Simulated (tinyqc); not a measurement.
Rutherford backscattering from a thin compound film on silicon: kinematics, yields, composition and thickness. Inputs raised by 5 %, one at a time. Computed by tinyqc, a small Python program. Command: `OMP_NUM_THREADS=1 python tinyqc.py 3005670 3005671 out.jsonl rbs sens`. One thread of a shared host (Intel(R) Xeon(R) Processor @ 2.30GHz), about 0.01 s of CPU time with the checks.

Singly charged helium ions (Z1 = 2, M1 = 4.0026 u) enter at the tilt angle a1 to the normal and leave at a2 = |180 - theta - tilt| in the same plane. The film is A B_x.

Inputs (values chosen for the exercise, modelled on a helium beam on SiGe):
```
quantity,value,unit
beam energy E0,1.7,MeV
scattering angle theta,160,degrees
tilt of the sample,60,degrees
heavy element: Z_A,32,-
heavy element: mass M_A,72.6,u
heavy element: stopping eps_A at 2 MeV,75.5,1e-15 eV cm^2
light element: Z_B,14,-
light element: mass M_B,28.09,u
light element: stopping eps_B at 2 MeV,48.6,1e-15 eV cm^2
"atoms of B per atom of A, x",3.22,-
atomic density of the film,47.4,1/nm^3
film thickness d,10,nm
collected charge,33,microcoulomb
detector solid angle,3.5,msr
detector resolution (FWHM),15,keV
```

Constants: e^2/(4 pi eps_0) = 14.39964548 eV angstrom; e = 1.602176634e-19 C.

Method:
- Kinematic factor K = [(sqrt(M^2 - M1^2 sin^2 theta) + M1 cos theta)/(M + M1)]^2.
- Surface edges lie at K E0; substrate silicon has M = 28.09 u. Mass resolution at M_A = resolution/(E0 dK/dM).
- Stopping per atom eps(E) = eps(2 MeV) (E/2 MeV)^(-0.4) (a law chosen for the exercise); Bragg rule eps_film = (eps_A + x eps_B)/(1 + x); areal density N d, with 1/nm^2 = 0.1 x 1e15/cm^2.
- Width of the signal of element i: [K_i eps(E0)/cos a1 + eps(K_i E0)/cos a2] N d; depth resolution = resolution x d/width of A; energy lost on the way in = eps(E0) N d/cos a1.
- Rutherford cross section in the laboratory frame: sigma = (Z1 Z e^2/(4 pi eps_0 4E))^2 (4/sin^4 theta) (r + cos theta)^2/r, r = sqrt(1 - (M1 sin theta/M)^2), times the screening factor 1 - 0.049 Z1 Z^(4/3)/E (E in keV); 1 angstrom^2 = 1e8 barn.
- Counts = (charge/e) x solid angle x sigma(E_mean) x areal density of the element/cos a1, E_mean = E0 - half the energy lost on the way in; 1 barn = 1e-24 cm^2. The ratio of areas returns x = (Y_B/Y_A)(sigma_A/sigma_B), with the counting error sqrt(1/Y_A + 1/Y_B).

Runs:
```
input moved,from,to,depth resolution (nm),mass resolution at M_A (u),counting error of x without background (%),energy lost on the way in (keV)
base run,-,-,17.763,3.6986,0.92273,5.5616
beam energy E0 (MeV),1.7,1.785,18.113,3.5225,0.96890,5.4541
"atoms of B per atom of A, x",3.22,3.381,17.839,3.6986,0.92607,5.5379
atomic density of the film (1/nm^3),47.4,49.77,16.917,3.6986,0.90042,5.8397
film thickness d (nm),10,10.5,17.763,3.6986,0.90042,5.8397
light element: stopping eps_B at 2 MeV (1e-15 eV cm^2),48.6,51.03,17.184,3.6986,0.92268,5.7492
detector resolution (FWHM) (keV),15,15.75,18.651,3.8835,0.92273,5.5616
scattering angle theta (degrees),160,168,16.656,3.6423,0.94152,5.5616
```

Exponents ln(y'/y) / ln(x'/x):
```
input,depth resolution,mass resolution at M_A,counting error of x without background,energy lost on the way in
beam energy E0,0.400,-1.000,1.001,-0.400
"atoms of B per atom of A, x",0.088,0.000,0.074,-0.088
atomic density of the film,-1.000,0.000,-0.502,1.000
film thickness d,0.000,0.000,-0.502,1.000
light element: stopping eps_B at 2 MeV,-0.680,0.000,-0.001,0.680
detector resolution (FWHM),1.000,1.000,0.000,0.000
scattering angle theta,-1.319,-0.314,0.413,0.000
```

Which inputs matter most for each result?

Among the inputs moved here: depth resolution answers most in size to scattering angle theta (exponent -1.319), next to atomic density of the film (-1.000); its exponent is below 0.0005 for film thickness d. Its exponent +0.400 in beam energy E0: the chosen stopping law. Its exponent -1.000 in atomic density of the film: the method measures atoms per area, so depth needs the density. Mass resolution at M_A answers most in size to beam energy E0 (exponent -1.000), and about equally to detector resolution (FWHM) (+1.000); its exponent is below 0.0005 for atoms of B per atom of A, x, atomic density of the film, film thickness d, light element: stopping eps_B at 2 MeV. Its exponent -1.000 in beam energy E0: edges spread in proportion to E0. Counting error of x without background answers most in size to beam energy E0 (exponent +1.001), next to atomic density of the film (-0.502); its exponent is below 0.0005 for detector resolution (FWHM). Its exponent +1.001 in beam energy E0: sigma falls as 1/E^2 and the error goes as its inverse root. Its exponent -0.502 in film thickness d: counting statistics. Energy lost on the way in answers most in size to film thickness d (exponent +1.000), and about equally to atomic density of the film (+1.000); its exponent is below 0.0005 for detector resolution (FWHM), scattering angle theta.

Caution (all rows): the silicon signal of the film merges with that of the substrate, so only the width of A can be read directly. Caution (all rows): film and substrate silicon overlap, so Y_B must be separated by a fit.
